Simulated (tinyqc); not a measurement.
Short-channel transistor, virtual-source model with series resistance: effect of the temperature on the on and off currents.

The current per gate width is the charge at the top of the source barrier (the virtual source) times its velocity times a saturation function; al and be are fitting constants of the model. Units: I in uA/um, Rs in ohm um, so I Rs = 1e-6 I Rs in volts; Q in uC/cm^2, so I = 1e-4 Q vx0 Fsat with vx0 in cm/s.

Intrinsic voltages Vg' = Vgs - I Rs, Vd' = Vds - 2 I Rs. n = n0 + nd Vd', VT = VT0 - dl Vd', Ff = 1/(1 + exp((Vg' - VT + al Vt/2)/(al Vt))), Q = Cinv n Vt ln(1 + exp((Vg' - VT + al Vt Ff)/(n Vt))), Vdsat = (vx0 L/mu)(1 - Ff) + Vt Ff, Fsat = u/(1 + u^be)^(1/be) with u = Vd'/Vdsat, and I = Q vx0 Fsat per width. I is solved self-consistently. Ion is I at Vgs = Vds = 0.5 V, Ioff at Vgs = 0, Vds = 0.5 V, and Rlin = Vds/I at Vgs = 0.5 V, Vds = 0.05 V. mu, vx0, VT0, dl and n0 are held fixed.

Inputs (values chosen for the exercise): inversion capacitance Cinv = 1.8 uF/cm^2; velocity at the virtual source vx0 = 7.83e6 cm/s; apparent mobility mu = 930 cm^2/(V s); channel length L = 45 nm; threshold at zero drain voltage VT0 = 0.301 V; drain-induced barrier lowering dl = 0.069 V/V; subthreshold factor n0 = 1.33; growth of n with drain voltage nd = 0 1/V; threshold shift (in units of Vt) from weak to strong inversion al = 3.5; sharpness of saturation be = 1.4; series resistance of each contact Rs = 150 ohm um.

Constants: q = 1.602176634e-19 C, kB = 1.380649e-23 J/K, Vt = kB T/q. Results are converted to the units shown.

Effect of the temperature on the on and off currents:
```
T (K)	Ion (uA/um)	Ioff (nA/um)	log10(Ion/Ioff)	Rlin (ohm um)
200	262.00	3.7822	4.8406	478.82
230	263.28	19.032	4.1409	476.87
260	264.90	65.719	3.6054	474.82
290	266.84	174.67	3.1840	472.78
320	269.07	384.33	2.8452	470.79
350	271.56	734.92	2.5676	468.91
380	274.28	1262.9	2.3368	467.15
410	277.21	1997.5	2.1423	465.52
```

What does the comparison show?

As T goes from 200 to 410 K, Ion rises from 262 to 277 uA/um, Ioff rises from 3.78 to 2000 nA/um and Rlin falls from 479 to 466 ohm um. Ion changes by a factor of 1.06 and Ioff by 528. For T = 380 to 410 K the off current passes 1 uA/um, so the device is hardly off at Vgs = 0.

Numbers from tinyqc (`OMP_NUM_THREADS=1 python tinyqc.py 2380037 2380038 out.jsonl`; about 0.01 s on one thread of a shared Intel Xeon 2.30GHz).
